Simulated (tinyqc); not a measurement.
# Surface potential of a MOS transistor: implicit equation and explicit approximations: effect of the acceptor density at fixed gate voltage

p-type body, charge-sheet picture, depletion and inversion only, full ionisation (an idealisation for deep acceptors), Boltzmann statistics (rough once Na exp(x - xn) passes about Nc/7). In units of Vt: xg = (Vg - Vfb)/Vt, x = psi/Vt, G = gamma/sqrt(Vt), xn = (2 phiF + Vc)/Vt. The implicit equation is (xg - x)^2 = G^2 [x - 1 + exp(x - xn)] for x above about 3. Cox = eps0 eox/tox.

ni = sqrt(Nc Nv) exp(-Eg/(2 Vt)), Eg in volts; phiF = Vt ln(Na/ni); gamma = sqrt(2 q eps0 eps_r Na)/Cox; VT = Vfb + Vt (xn + G sqrt(xn - 1)). Depletion value a = 1 + [sqrt(G^2/4 + xg - 1) - G/2]^2; inversion value b = xn + ln[(xg - xn)^2/G^2 - xn + 1] and first guess y = min(a, b) - ln(1 + exp(-|a - b|)) if a > xn + 1, else b = y = a; one second-order correction with D = exp(y - xn), p = 2 (xg - y) + G^2 (1 + D), w = (xg - y)^2 - G^2 (y - 1 + D): z = y + 2 w/(p + sqrt(p^2 - 2 (2 - G^2 D) w)), or the Newton step z = y + w/p where the root is not real. N_inv = (Cox Vt G/q) [sqrt(x - 1 + exp(x - xn)) - sqrt(x - 1)] at the root. Lambert form (Cox m Vt/q) W0[(G/(2 m sqrt(xn - 1))) exp((Vg - VT)/(m Vt))], m = 1 + G/(2 sqrt(xn - 1)). Errors under 1e-4 mV, and the linear form below VT, are printed as 0. Vfb is held fixed.

Parameters, values chosen for the exercise; band and dielectric values close to those of 4H silicon carbide:
```
symbol,value,unit,meaning
T,300,K,temperature
Eg,3.26,eV,band gap
eps_r,9.68,,relative permittivity
Nc,1.68e19,cm^-3,conduction-band density of states at T
Nv,2.54e19,cm^-3,valence-band density of states at T
eox,3.9,,relative permittivity of the gate insulator (close to silicon dioxide)
tox,2.3,nm,insulator thickness
Vfb,-0.69,V,flat-band voltage
Vc,0,V,channel-body voltage
Vg,3.84,V,gate-body voltage
```

Constants: q = 1.602176634e-19 C, kB = 1.380649e-23 J/K, Vt = kB T/q, eps0 = 8.8541878128e-14 F/cm where lengths are in cm. Results are converted to the units shown.

Result of one run:

| psi (V) | x - xn | error of y (mV) | error of z (mV) | N_inv (cm^-2) | Cox (Vg - VT)/q (cm^-2) | Lambert form (cm^-2) |
|---|---|---|---|---|---|---|
| 3.253 | 6.273 | 7.68 | -0.142 | 6.740e12 | 8.392e12 | 6.871e12 |

Which acceptor density Na gave this result: 2.3e17, 4.2e17, 7.9e17 or 1.5e18 cm^-3?

Na = 7.9e17 cm^-3.

The whole series:

| Na (cm^-3) | psi (V) | x - xn | error of y (mV) | error of z (mV) | N_inv (cm^-2) | Cox (Vg - VT)/q (cm^-2) | Lambert form (cm^-2) |
|---|---|---|---|---|---|---|---|
| 6.7e16 | 3.197 | 9.024 | 8.46 | -0.200 | 1.098e13 | 1.323e13 | 1.137e13 |
| 1.2e17 | 3.211 | 8.407 | 8.11 | -0.173 | 1.034e13 | 1.244e13 | 1.065e13 |
| 2.3e17 | 3.227 | 7.706 | 7.77 | -0.150 | 9.407e12 | 1.136e13 | 9.657e12 |
| 4.2e17 | 3.240 | 7.032 | 7.59 | -0.137 | 8.284e12 | 1.010e13 | 8.474e12 |
| 7.9e17 | 3.253 | 6.273 | 7.68 | -0.142 | 6.740e12 | 8.392e12 | 6.871e12 |
| 1.5e18 | 3.263 | 5.368 | 8.53 | -0.200 | 4.663e12 | 6.120e12 | 4.739e12 |
| 2.7e18 | 3.262 | 4.156 | 11.9 | -0.622 | 2.211e12 | 3.380e12 | 2.241e12 |
| 5e18 | 3.149 | -1.447 | 1.10 | 0 | 1.258e10 | 0 | 1.250e10 |

As Na goes from 6.7e16 to 5e18, psi goes from 3.20 through a maximum of 3.26 (at Na = 1.5e18 among the rows listed) to 3.15 V, x - xn falls from 9.02 to -1.45 and N_inv falls from 1.10e13 to 1.26e10 cm^-2. The Lambert form lies between 0.994 and 1.03 times N_inv. For Na = 6.7e16, 1.2e17, 2.3e17, 4.2e17, 7.9e17, 1.5e18, 2.7e18 the electron quasi-Fermi level lies less than 2 Vt below the band edge at the surface, or above it, where degeneracy and confinement, left out, matter.

Computed by the program tinyqc: `OMP_NUM_THREADS=1 python tinyqc.py 2122231 2122232 out.jsonl`, one thread of a shared Intel Xeon 2.30GHz, about 0.01 s for the whole run.
